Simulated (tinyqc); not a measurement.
Threshold-voltage variability of a planar MOSFET, analytic estimates: one step of the calculation.

Three independent sources add in quadrature: random dopants in the depleted layer, metal-gate grains of two orientations, and roughness of the two gate edges acting through the roll-off VT = VT(long) - Vr exp(-L/l). These are first-order estimates: no three-dimensional electrostatics, no percolation.

Problem. Margin in standard deviations for the wanted yield. Cells fail independently with probability Q(k) = erfc(k/sqrt(2))/2 when the margin is k standard deviations, and Y = exp(-Nb Q(k)). phi = exp(-k^2/2)/sqrt(2 pi). Newton steps on ln Q(k) = ln(-ln(Y)/Nb): k(new) = k + [ln Q - ln(-ln(Y)/Nb)] Q/phi.

Values chosen for this exercise:
- Nb = 1048576 (number of cells)
- Y = 0.999 (wanted yield)

k after iteration 1 = 6.4635743

Find: Q(k); phi; k after iteration 2.

Solution.

Q(k) = 5.113e-11
phi = 3.380e-10
k after iteration 2 = 6.021

Computed by the program tinyqc: `OMP_NUM_THREADS=1 python tinyqc.py 2090120 2090121 out.jsonl`, one thread of a shared Intel Xeon 2.30GHz, about 0.01 s for the whole run.
